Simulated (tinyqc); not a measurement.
A log to judge: hot carriers by balance equations with a heated Maxwellian. Computed by tinyqc. Command: `OMP_NUM_THREADS=1 python tinyqc.py 3014118 3014119 out.jsonl hot walk`. One thread of a shared host (Intel(R) Xeon(R) Processor @ 2.30GHz), about 0.04 s of CPU time with the checks.

The carriers follow a Maxwellian at an electron temperature T_e, slightly displaced; the drift energy is neglected against k_B T_e. The balance averages the rate, not the time, so mu_0 lies below the relaxation-time value.

Inputs (values chosen for the exercise, for a model non-polar semiconductor):

| quantity | value | unit |
|---|---|---|
| effective mass m | 0.618 | m_0 |
| density rho | 3560 | kg/m^3 |
| sound velocity v_l | 7300 | m/s |
| acoustic deformation potential D_A | 11 | eV |
| phonon energy hbar w | 52.4 | meV |
| optical or intervalley deformation potential D_o | 2.3 | 1e8 eV/cm |
| final valleys Z_f | 2 | - |
| lattice temperature T | 250 | K |
| electric field F | 42 | kV/cm |
| mixing | 1 | - |
| iteration cap | 8 | - |

Band: parabolic. Solver: damped fixed point.

Constants: k_B = 8.617333262e-05 eV/K; k_B = 1.380649e-23 J/K; e = 1.602176634e-19 C; hbar = 1.054571817e-34 J s; m_0 = 9.1093837015e-31 kg; hbar = 6.582119569e-16 eV s.

Method:
- Parabolic band: E = hbar^2 k^2/(2 m), speed v = hbar k/m, states per spin, volume and energy g(E) = m k/(2 pi^2 hbar^2). Masses are multiplied by m_0 and all formulas are in SI units.
- Phonon occupation N_q = 1/(exp(hbar w/(k_B T)) - 1).
- Acoustic deformation potential (elastic, equipartition, absorption and emission together): 1/tau = 2 pi k_B T D_A^2 g(E)/(hbar rho v_l^2).
- Optical or intervalley deformation potential: 1/tau = (pi Z_f D_o^2/(rho w)) [N_q g(E + hbar w) + (N_q + 1) g(E - hbar w)], with g = 0 below the band edge.
- Averages over the Maxwellian, <y> = int y x^(1/2) exp(-x) dx / int x^(1/2) exp(-x) dx with x = E/(k_B T_e), split at x_0 = hbar w/(k_B T_e): 64 Gauss-Legendre points in sqrt(x) below it and 128 in sqrt(x - x_0) above it, up to x = 32. Momentum balance: mu(T_e) = e/(m nu), nu = <x (sum of rates)>/<x>. Power lost per carrier: P(T_e) = hbar w <emission rate - absorption rate> + <(2 m v_l^2/(k_B T)) (E - 2 k_B T) acoustic rate>.
- Fixed point: T_out = T + (T_e - T) e mu(T_e) F^2/P(T_e), T_new = T_e + mixing (T_out - T_e).
- Start at T_e = 1.5 T; stop when T_e moves by less than 1e-6 K or exceeds 1e6 K.

Course of the iteration:

| iteration | T_e (K) | mu (cm^2/(V s)) | step (K) |
|---|---|---|---|
| 1 | 375.00 | 285.121 | 7047.04 |
| 2 | 7422.04 | 61.569 | 6214.89 |
| 3 | 1207.15 | 154.220 | 2437.04 |
| 4 | 3644.19 | 88.030 | 1724.77 |
| 5 | 1919.42 | 121.724 | 901.35 |
| 6 | 2820.76 | 100.168 | 571.25 |
| 7 | 2249.51 | 112.313 | 324.65 |
| 8 | 2574.16 | 104.907 | 197.16 |

Can the last value be used, and what does the course show?

No. Not converged after 8 iterations: the residual falls at every step, but slowly, by a factor of about 0.563 a step. Reruns converge with mixing = 0.3, iteration cap = 300; or with mixing = 0.1, iteration cap = 300; or with solver = Newton, iteration cap = 300.
